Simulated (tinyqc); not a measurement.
Thermal stress, cracking, delamination and buckling of a thin film; Griffith cracks and misfitting inclusions: one step, computed by the program tinyqc. Command: `OMP_NUM_THREADS=1 python tinyqc.py 3024859 3024860 out.jsonl filmcrack walk`. One thread of a shared host (Intel(R) Xeon(R) Processor @ 2.30GHz), about 0.01 s of CPU time with the checks.

Isotropic linear elasticity; the substrate is much thicker than the film; stress is positive in tension.

Problem. Channel cracks and edge delamination. Channel crack through the film: G = pi g G0, critical thickness where G = Gamma_f. Steady delamination from an edge: G = G0, critical thickness where G = Gamma_i.

Inputs (values chosen for the exercise, modelled on a silicon dioxide film on silicon):
```
quantity                     value        unit
deposition temperature T_d     925           K
final temperature T            300           K
film thickness h              0.13  micrometre
film toughness Gamma_f        6.87       J/m^2
interface toughness Gamma_i    5.3       J/m^2
```

factor g = 0.9906820

G0 = 0.003364225 J/m^2

Give: driving force for channelling; critical thickness for channelling; critical thickness for delamination.

Solution.

driving force for channelling = 0.01047 J/m^2

critical thickness for channelling = 85.30 micrometre

critical thickness for delamination = 204.8 micrometre

As the film thickens, channel cracking comes first. At h the film is safe against both. Caution: a critical thickness above 100 micrometres is no longer thin against a usual wafer, so it is only formal.
